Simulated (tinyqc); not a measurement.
Holstein polaron on two sites: one step, computed by the program tinyqc. Command: `OMP_NUM_THREADS=1 python tinyqc.py 3013776 3013777 out.jsonl holstein walk`. One thread of a shared host (Intel(R) Xeon(R) Processor @ 2.30GHz), about 0.01 s of CPU time with the checks.

One electron on sites 1 and 2: H = -t (c1+ c2 + c2+ c1) + hbar omega sum_i b_i+ b_i - g hbar omega sum_i n_i (b_i + b_i+). The symmetric phonon shifts the energy by -g^2 hbar omega/2 and drops out; with b = (b_1 - b_2)/sqrt(2) there remains H = -t sigma_x + hbar omega b+ b - (g hbar omega/sqrt(2)) sigma_z (b + b+). Parity splits it into blocks p = +1 and -1 over phonon numbers n. Zero-point energies are left out. Weights Z refer to mode b alone; the displaced symmetric mode multiplies the full zero-phonon weight by exp(-g^2/2).

Task: Levels in the small basis. Diagonalise H; the eigenvector has its largest component positive; Z is the weight of n = 0.

H, even block (meV), lower triangle (symmetric):
```
           1          2          3          4        5
1  -460.7000
2  -211.4249  -201.7000
3     0.0000  -299.0000  -230.7000
4     0.0000     0.0000  -366.1987    28.3000
5     0.0000     0.0000     0.0000  -422.8499  -0.7000
```

Give: levels; lowest eigenvector; Z in the small basis.

Result:

levels (meV): -733.2  -531.8  -252.9  98.3  554.1

lowest eigenvector: 0.3822  0.4926  0.6054  0.4285  0.2473

Z in the small basis = 0.1461
